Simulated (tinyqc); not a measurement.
Worked calculation: implant damage, amorphisation by cascade overlap, and solid-phase epitaxial regrowth. Computed by tinyqc, a small Python program that keeps every step. Command: `OMP_NUM_THREADS=1 python tinyqc.py 3114288 3114289 out.jsonl sper walk`. One thread of a shared host (Intel(R) Xeon(R) Processor @ 2.30GHz), about 0.01 s of CPU time with the checks. Intermediate numbers are printed to about 6 digits and carried at full precision; extremes and crossings named in words are read from the listed rows.

Range and width of the damage are inputs. Dynamic annealing enters only through the surviving share f.

Inputs (values chosen for the exercise, modelled on silicon ions in silicon):
```
quantity,value,unit
atomic density N,49.9,1/nm^3
ion Z1,14,-
ion mass M1,28,u
target Z2,14,-
target mass M2,28.09,u
ion energy E,30,keV
displacement energy E_d,14,eV
depth of the damage peak R_d,25,nm
width of the damage profile s_d,14,nm
share of defects that survive f,0.98,-
critical displaced share x_c,0.099,-
dose Q,3.2e+15,1/cm^2
overlaps needed n,1,-
area amorphised by one track A_i,0.65,nm^2
regrowth prefactor v0,4.1e+15,nm/s
regrowth energy E_a,2.72,eV
anneal temperature,571,C
rate relative to (100),0.33,-
peak enhancement by the dopant,10,-
ramp rate,3.5,K/s
```

Constants: a_0 = 0.529177210903 angstrom; e^2/(4 pi eps_0) = 14.39964548 eV angstrom; k_B = 8.617333262e-05 eV/K.

## Damage energy and displacements per ion

Robinson partition: eps = E a M2/(Z1 Z2 (e^2/(4 pi eps_0)) (M1 + M2)), a = 0.8853 a_0/sqrt(Z1^(2/3) + Z2^(2/3)); k = 0.0793 Z1^(2/3) Z2^(1/2) (M1 + M2)^(3/2)/((Z1^(2/3) + Z2^(2/3))^(3/4) M1^(3/2) M2^(1/2)); damage energy T_d = E/(1 + k (eps + 0.40244 eps^(3/4) + 3.4008 eps^(1/6))); displacements nu = 0.8 T_d/(2 E_d).

reduced energy eps = 0.731667

k = 0.146521

damage energy T_d = 18.4404 keV

T_d/E = 0.614681

displacements per ion nu = 526.869

39 % of the energy goes to electrons.

## The amorphous layer

Displaced share x(z) = f nu Q exp(-(z - R_d)^2/(2 s_d^2))/(sqrt(2 pi) s_d N); the layer is amorphous where x > x_c, between R_d -/+ s_d sqrt(2 ln(x_max/x_c)), the upper edge being cut at the surface. Threshold dose Q_c = Q x_c/x_max.

peak displaced share x_max = 9.43540

threshold dose Q_c = 3.35757e+13 1/cm^2

upper edge = 0 nm

lower edge = 67.2656 nm

The layer reaches the surface. Caution: x above 1 counts atoms displaced more than once.

## Damage left below the interface

Displaced atoms per area beyond the lower edge z2: f nu Q (1/2) erfc((z2 - R_d)/(sqrt2 s_d)); they are not removed by regrowth.

share of the damage beyond z2 = 0.00126816

displaced atoms beyond z2 = 2.09533e+15 1/cm^2

## Layer against dose

The formulas are those given above.

Dose series; the last column is f nu Q erfc((z2 - R_d)/(sqrt2 s_d))/2:
```
Q (1/cm^2),x_max,upper edge (nm),lower edge (nm),displaced atoms beyond z2 (1/cm^2)
3.69e+13,0.10880,18.9165,31.0835,6.32454e+15
5.04e+13,0.14861,12.3815,37.6185,4.78068e+15
8.39e+13,0.24738,6.0526,43.9474,3.81073e+15
1.34e+14,0.39511,1.7075,48.2925,3.32664e+15
2.35e+14,0.69291,0.0000,52.6179,2.94421e+15
4.03e+14,1.18827,0.0000,56.2117,2.68286e+15
8.39e+14,2.47384,0.0000,60.5192,2.42114e+15
1.68e+15,4.95359,0.0000,64.1637,2.23427e+15
```

A dose 46 times larger moves the lower edge from 31.1 to 64.2 nm, as the root of a logarithm, and the damage beyond it falls by a factor 2.8, since the edge lies on an ever steeper tail. The layer reaches the surface at Q_c exp(R_d^2/(2 s_d^2)) = 1.65e14 per cm^2.

## Overlap model

Gibbons model: a point turns amorphous after n + 1 hits; with y = A_i Q the amorphous share is 1 - exp(-y) sum_(k=0..n) y^k/k!. Doses are set by y.

Amorphous share:
```
y,Q (1/cm^2),direct impact (n = 0),given n
0.1,1.53846e+13,0.095163,0.004679
0.3,4.61538e+13,0.259182,0.036936
0.6,9.23077e+13,0.451188,0.121901
1.0,1.53846e+14,0.632121,0.264241
2.0,3.07692e+14,0.864665,0.593994
3.0,4.61538e+14,0.950213,0.800852
5.0,7.69231e+14,0.993262,0.959572
8.0,1.23077e+15,0.999665,0.996981
```

At small y the share grows as y^2; between the first rows the exponent is 1.88.

## Isothermal regrowth

v = v0 x orientation factor x exp(-E_a/(k_B T)) x [1 + (enhancement - 1) exp(-(z - R_d)^2/(2 s_d^2))], T = anneal temperature + 273.15 K; the dopant is taken to follow the damage profile; the lower front moves from the lower edge z2 to the surface, or to the middle (z1 + z2)/2 of a buried layer with upper edge z1; time = int dz/v; the equivalent undoped distance is that time times the undoped velocity.

undoped velocity = 0.0780270 nm/s

distance to regrow = 67.2656 nm

time without enhancement = 862.082 s

equivalent undoped distance = 19.7581 nm

time with enhancement = 253.221 s

The rate doubles for each 16 K or so near this temperature.

## Regrowth during a ramp

On a linear ramp from 200 C regrowth ends at the T_f where int v_undoped dT/(ramp rate) equals the equivalent undoped distance.

temperature at which regrowth ends = 658.941 C

Checks made by the program: tail against quadrature of x(z) N (relative difference below 1e-10).
